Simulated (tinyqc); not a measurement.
Worked calculation: configuration-coordinate model of a defect: Huang-Rhys factor and luminescence line shape. Computed by tinyqc, a small Python program that keeps every step. Command: `OMP_NUM_THREADS=1 python tinyqc.py 3008904 3008905 out.jsonl ccline walk`. One thread of a shared host (Intel(R) Xeon(R) Processor @ 2.30GHz), about 0.01 s of CPU time with the checks. Intermediate numbers are printed to about 6 digits and carried at full precision; extremes and crossings named in words are read from the listed rows.

Ground state E_g(Q) = (1/2) omega_g^2 Q^2; excited state E_e(Q) = E_0 + (1/2) omega_e^2 (Q - dQ)^2 with omega_e = omega_g and E_0 = E_ZPL. Q is mass-weighted; the dipole does not depend on Q (Condon approximation).

Inputs (values chosen for the exercise, for a model defect):

| quantity | value | unit |
|---|---|---|
| zero-phonon energy E_ZPL | 0.775 | eV |
| displacement dQ | 2.29 | u^(1/2) angstrom |
| ground-state phonon hbar omega_g | 24.6 | meV |
| temperature T | 120 | K |
| refractive index n_r | 3.11 | - |
| transition dipole mu | 0.36 | e angstrom |
| quenching prefactor nu_0 | 9e+12 | 1/s |

Modes: equal frequencies in both states.

Constants: hbar^2/u = 4.18015928e-03 eV angstrom^2; k_B = 8.617333262e-05 eV/K; hbar = 6.582119569e-16 eV s; e = 1.602176634e-19 C; eps_0 = 8.8541878128e-12 F/m; hbar = 1.054571817e-34 J s; c = 299792458 m/s.

## Huang-Rhys factors and vertical energies

S = hbar omega dQ^2/(2 hbar^2/u) for each state; relaxation energy S hbar omega; absorption at E_0 + S_e hbar omega_e, emission at E_0 - S_g hbar omega_g; the Stokes shift is their difference.

S_g = 15.4306

S_e = 15.4306

relaxation energy, ground state = 0.379593 eV

relaxation energy, excited state = 0.379593 eV

vertical absorption energy = 1.15459 eV

vertical emission energy = 0.395407 eV

Stokes shift = 0.759186 eV

The coupling is strong: a broad band, with almost no zero-phonon line.

## Emission lines at zero temperature

From the lowest excited level the line to ground level n lies at E_ZPL - n hbar omega_g with Franck-Condon weight exp(-S) S^n/n!; the emitted intensity carries a further factor E^3. S = S_g; up to eleven lines, of positive energy only, from n = max(0, integer part of S - 5).

Lines:

| n | energy (eV) | weight | intensity / largest |
|---|---|---|---|
| 10 | 0.5290 | 0.041941 | 0.73304 |
| 11 | 0.5044 | 0.058834 | 0.89141 |
| 12 | 0.4798 | 0.075654 | 0.98658 |
| 13 | 0.4552 | 0.089799 | 1.00000 |
| 14 | 0.4306 | 0.098975 | 0.93298 |
| 15 | 0.4060 | 0.101816 | 0.80449 |
| 16 | 0.3814 | 0.098193 | 0.64320 |
| 17 | 0.3568 | 0.089128 | 0.47798 |
| 18 | 0.3322 | 0.076406 | 0.33071 |
| 19 | 0.3076 | 0.062052 | 0.21322 |
| 20 | 0.2830 | 0.047875 | 0.12811 |

The weight peaks at n = 15 and the intensity at n = 13.

## Band at temperature T

Overlaps <m_e|n_g> of harmonic-oscillator functions (Hermite recursion, positive leading coefficients) by a sum over an even grid (700 points from x = -9 to 9 + d for the small table, 1500 points from -16 to 16 + d for the thermal sums), with x = Q sqrt(omega_g/hbar), d = sqrt(2 S_g) and frequency ratio omega_e/omega_g. Initial levels m = 0..24 carry Boltzmann weights exp(-m hbar omega_e/k_B T), normalised; final levels n = 0..79; a line lies at E_ZPL + m hbar omega_e - n hbar omega_g with weight w_m <m|n>^2. Moments are taken over these weights without the E^3 factor; FWHM = 2 sqrt(2 ln 2) x standard deviation; the zero-phonon weight is the sum of w_m <m|m>^2.

mean emission energy = 0.395407 eV

FWHM from the second moment = 0.249711 eV

zero-phonon weight = 3.35043e-05

skewness = -0.192641

## Crossing, radiative lifetime and thermal quenching

The curves cross at the root Q_c nearest dQ; the barrier is (1/2) omega_e^2 (Q_c - dQ)^2, with (1/2) omega^2 = (hbar omega)^2/(2 hbar^2/u). k_r = n_r omega^3 mu^2/(3 pi eps_0 hbar c^3) at the vertical emission energy, without local-field correction; k_nr = nu_0 exp(-barrier/k_B T) (Mott-Seitz); yield = k_r/(k_r + k_nr); T_1/2 = barrier/(k_B ln(nu_0/k_r)).

Q_c = 3.48270 u^(1/2) angstrom

classical barrier = 0.102970 eV

radiative lifetime = 10571.5 ns

luminescence yield = 2.21854e-04

quenching temperature T_1/2 = 65.0439 K

At 120 K the centre is quenched; tunnelling, left out here, starts the quenching earlier. Caution: the barrier is below the relaxation energy of the excited state, so vertical excitation lands above the crossing and may bypass luminescence (Dexter-Klick-Russell rule). Caution: the band is wide against its energy, so the E^3 factor left out of the moments shifts the observed peak up.

## Width and zero-phonon weight against temperature

For comparison: FWHM(0) sqrt(coth(hbar omega_e/2 k_B T)) with FWHM(0) from the first row, and exp(-S_g coth(hbar omega_e/2 k_B T)).

Against temperature:

| T (K) | mean energy (eV) | FWHM (eV) | coth law (eV) | zero-phonon weight | exp(-S coth) |
|---|---|---|---|---|---|
| 14 | 0.395407 | 0.227554 | 0.227554 | 1.98870e-07 | 1.98870e-07 |
| 43 | 0.395407 | 0.227852 | 0.227852 | 2.55474e-07 | 1.90989e-07 |
| 86 | 0.395407 | 0.235940 | 0.235940 | 4.55805e-06 | 6.24520e-08 |
| 140 | 0.395407 | 0.259376 | 0.259376 | 8.01005e-05 | 1.96433e-09 |
| 230 | 0.395407 | 0.306406 | 0.306406 | 8.01877e-04 | 7.07235e-13 |
| 340 | 0.395407 | 0.361256 | 0.361256 | 2.75274e-03 | 1.28845e-17 |
| 490 | 0.395407 | 0.427502 | 0.427503 | 5.94003e-03 | 2.22568e-24 |

The width grows by a factor 1.88, flat while k_B T is well below hbar omega and as sqrt(T) above; for equal frequencies the coth law is exact. The mean energy stays fixed, as it must for equal frequencies. The zero-phonon weight goes from 1.99e-7 to 0.00594; the single exponential assumes equal frequencies, leaves out lines that absorb and emit the same number of phonons, and falls to 2.23e-24. The rise of the weight is a feature of one sharp mode; with a spread of mode energies those lines leave the zero-phonon energy and the weight falls.

Checks made by the program: grid overlaps at equal frequencies against the Poisson weights (relative difference below 1e-10); width at T against the coth law (relative difference below 1e-10).
